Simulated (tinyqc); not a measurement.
Sp3 tight binding, zinc-blende lattice, step by step. One step of it, computed by the program tinyqc.

Problem. Bloch Hamiltonian at k. Slater-Koster rules over the four bonds with direction cosines (l, m, n): ss V_ss; s-px l V_sp; px-s -l V_sp; px-px l^2 V_pps + (1 - l^2) V_ppp; px-py l m (V_pps - V_ppp); each times exp(i k.d).

Parameters chosen for this model: zinc-blende lattice, anion at 0, cation at a/4 (1,1,1); V = eta hbar^2 / (m d^2), hbar^2/m = 7.619964 eV angstrom^2:
```
parameter          value      unit
a               4.970000  angstrom
d               2.152073  angstrom
Es anion      -11.940000        eV
Ep anion       -6.160000        eV
Es cation     -11.940000        eV
Ep cation      -6.160000        eV
eta ss         -1.400000
eta sp          1.840000
eta pp sigma    3.240000
eta pp pi      -0.810000
V ss           -2.303387        eV
V sp            3.027309        eV
V pp sigma      5.330696        eV
V pp pi        -1.332674        eV
```

k point k (2 pi / a): [0.450000, -0.460000, -0.260000]

Give: H(k) at k.

Solution.

H(k) at k (eV), order a s, a px, a py, a pz, c s, c px, c py, c pz:
```
[[-11.9400, 0.0000, 0.0000, 0.0000, -4.8231+1.5716i, -1.3962+3.1257i, 1.3526-3.2265i, 2.7557-1.5837i],
 [0.0000, -6.1600, 0.0000, 0.0000, 1.3962-3.1257i, 1.8603-0.6062i, 3.5020-2.0126i, 1.7189-4.1003i],
 [0.0000, 0.0000, -6.1600, 0.0000, -1.3526+3.2265i, 3.5020-2.0126i, 1.8603-0.6062i, -1.7743+3.9722i],
 [0.0000, 0.0000, 0.0000, -6.1600, -2.7557+1.5837i, 1.7189-4.1003i, -1.7743+3.9722i, 1.8603-0.6062i],
 [-4.8231-1.5716i, 1.3962+3.1257i, -1.3526-3.2265i, -2.7557-1.5837i, -11.9400, 0.0000, 0.0000, 0.0000],
 [-1.3962-3.1257i, 1.8603+0.6062i, 3.5020+2.0126i, 1.7189+4.1003i, 0.0000, -6.1600, 0.0000, 0.0000],
 [1.3526+3.2265i, 3.5020+2.0126i, 1.8603+0.6062i, -1.7743-3.9722i, 0.0000, 0.0000, -6.1600, 0.0000],
 [2.7557+1.5837i, 1.7189+4.1003i, -1.7743-3.9722i, 1.8603+0.6062i, 0.0000, 0.0000, 0.0000, -6.1600]]
```
